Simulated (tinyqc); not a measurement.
Pillar capacitor in an array: capacitance, non-linearity, leakage and relaxation: one step of the calculation.

A film between two metal electrodes, each interface adding a series capacitance ci. The small-signal permittivity is ek (1 + aq E^2); the field is found with the linear permittivity. Leakage J = J0 sinh(E/Ef). After a voltage step the film passes a relaxation current kr C V tt^(-nr), tt being the time in seconds. The sidewall is a coaxial capacitor with radii a = dm/2 and b = dm/2 + t, depth AR dm; the end face is left out.

Question. Planar capacitance, field and non-linearity. Planar film: Cf = eps0 ek/t, 1/C = 1/Cf + 2/ci, EOT = 3.9 eps0/C, effective permittivity C t/eps0, E = (V/t) C/Cf; quadratic coefficient [C(V)/C - 1]/V^2 with Cf (1 + aq E^2) in C(V).

Values chosen for this exercise; permittivity of the order of that of silicon nitride:
- ek = 7.4 (relative permittivity of the film)
- t = 22 nm (film thickness)
- ci = 260 uF/cm^2 (capacitance of each electrode interface (dead layer and screening))
- aq = 0.0029 cm^2/MV^2 (quadratic field coefficient of the permittivity)
- V = 2.5 V (bias)
- J0 = 8.7e-10 A/cm^2 (leakage prefactor)
- Ef = 0.24 MV/cm (field for an e-fold rise of the leakage)

Constants: eps0 = 8.8541878128e-14 F/cm where lengths are in cm. Results are converted to the units shown.

Give: Cf; C; EOT; effective permittivity; E; quadratic coefficient; J.

Answer.

Cf = 0.29782 uF/cm^2
C = 0.29714 uF/cm^2
EOT = 11.621 nm
effective permittivity = 7.3831
E = 1.1338 MV/cm
quadratic coefficient = 595.07 ppm/V^2
J = 4.8986e-8 A/cm^2

The interfaces take 0.229 % of the voltage.

Numbers from tinyqc (`OMP_NUM_THREADS=1 python tinyqc.py 2102155 2102156 out.jsonl`; about 0.01 s on one thread of a shared Intel Xeon 2.30GHz).
